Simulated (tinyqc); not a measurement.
Alloy A(1-x)B(x) by interpolation with bowing, step by step. Values are carried at full precision from step to step, so a last printed digit may differ when a step is redone from the rounded ones.

Each gap follows E(x) = (1 - x) E_A + x E_B - C x (1 - x); the lattice constant follows Vegard, a(x) = (1 - x) a_A + x a_B.

Constants: hc = 1239.841984 eV nm; kB = 8.617333262e-05 eV/K.

Parameters, chosen for this exercise (A near GaP, B near GaAs; not measured data): a = (5.449, 5.659) angstrom (lattice constant of A, B); x = 0.62 (fraction of B); Eg = (2.903, 1.53) eV (gap at Gamma to the s-like level of A, B); EgX = (2.337, 1.977) eV (gap to the lowest valley along Gamma-X of A, B); EgL = (2.746, 1.789) eV (gap to L of A, B); C = (0.182, 0.298, 0.257) eV (bowing of the Gamma, X and L gaps); Dso = (0.08, 0.345) eV (spin-orbit splitting of A, B); Ep = (31.4, 26) eV (Kane energy of A, B); me = (0.1283, 0.0669) m0 (electron mass at Gamma of A, B); Cs = 0 eV (bowing of Dso); md = (0.0853, 0.81, 0.65) m0 (density-of-states masses of Gamma, all X and all L valleys); T = 300 K (temperature).

## Gaps and lattice constant at x

Also give the wavelength hc/E of the lowest gap.

a(x) = 5.5792 angstrom

linear parts (eV): Gamma 2.0517, X 2.1138, L 2.1527

bowing terms C x (1 - x) (eV): Gamma 0.0429, X 0.0702, L 0.0605

gaps (eV): Gamma 2.0089, X 2.0436, L 2.0921

wavelength of the lowest gap = 617.2 nm

The lowest valley is Gamma, so the gap is direct; the next, X, lies 35 meV higher.

## Where the valleys cross

The difference of two gaps is a quadratic q2 x^2 + q1 x + q0 with q2 = C_i - C_j, q1 = (E_B - E_A - C)_i - (E_B - E_A - C)_j, q0 = E_A,i - E_A,j; give its roots between 0 and 1 (a dash: none).

Crossings:
```
pair         q2      q1      q0  first root  second root
Gamma-X  -0.116  -0.897   0.566      0.5865            -
Gamma-L  -0.075  -0.341   0.157      0.4214            -
X-L       0.041   0.556  -0.409      0.6995            -
```

The lowest valley changes at x = 0.587 (X to Gamma, gap 2.054 eV). The other crossings lie above the lowest valley.

## Electron mass of the alloy

Mass at Gamma from the Kane formula 1/m = F + Ep (Eg + 2 Dso/3)/(Eg (Eg + Dso)). F is fixed by the masses of A and B and interpolated linearly, as is Ep; Eg and Dso carry their bowing.

Compare with the linear interpolation of the masses.

F of A, B: -2.9255  -1.0035

Ep, Eg, Dso at x (eV): 28.0520  2.0089  0.2443

m(x) from the Kane formula = 0.0853 m0
m(x) linear = 0.0902 m0

The Kane value lies 5.5 % below the linear one.

## Shares of the electrons in the valleys

Non-degenerate: n_i proportional to md_i^(3/2) exp(-E_i/kT).

md^(3/2): Gamma 0.0249, X 0.7290, L 0.5240

(E - E_min)/kT: Gamma 0.00, X 1.34, L 3.22

shares: Gamma 0.106, X 0.806, L 0.089

X holds most electrons (80.6 %), although Gamma is the lowest valley: the heavier valleys win by their density of states.

## Checks

- The Gamma and X gaps at their crossing x = 0.5865 (eV): both 2.0536.
- The Gamma and L gaps at their crossing x = 0.4214 (eV): both 2.2801.
- The X and L gaps at their crossing x = 0.6995 (eV): both 2.0225.

(tinyqc, `OMP_NUM_THREADS=1 python tinyqc.py 1050571 1050572 out.jsonl`, Intel(R) Xeon(R) Processor @ 2.30GHz, 1 thread, shared host, about 0.01 s.)
